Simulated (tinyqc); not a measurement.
## Gap voltage and exponent from three temperatures

Inverse problem. At constant current VBE(T) = Vg0 - a T - eta (kB T/q) ln T, where a is a constant. Find Vg0, eta and dVBE/dT at the middle temperature.

Constants: q = 1.602176634e-19 C, kB = 1.380649e-23 J/K. Results are converted to the units shown.

T (K): [233, 330, 390]
VBE at a constant current (V): [0.7642517234, 0.5421081218, 0.3992750485]

Solution. The relation is linear in Vg0, a and eta, so three points give a linear system; the slope is (VBE - Vg0 - eta kB T/q)/T. eta rests on the curvature of VBE(T) alone, so real fits need accuracy of some tens of microvolts or better.

Vg0 = 1.198 V
eta = 4.200
dVBE/dT = -2.349 mV/K

tinyqc, about 0.03 s, one thread, Intel Xeon 2.30GHz (shared host): `OMP_NUM_THREADS=1 python tinyqc.py 2062190 2062191 out.jsonl`
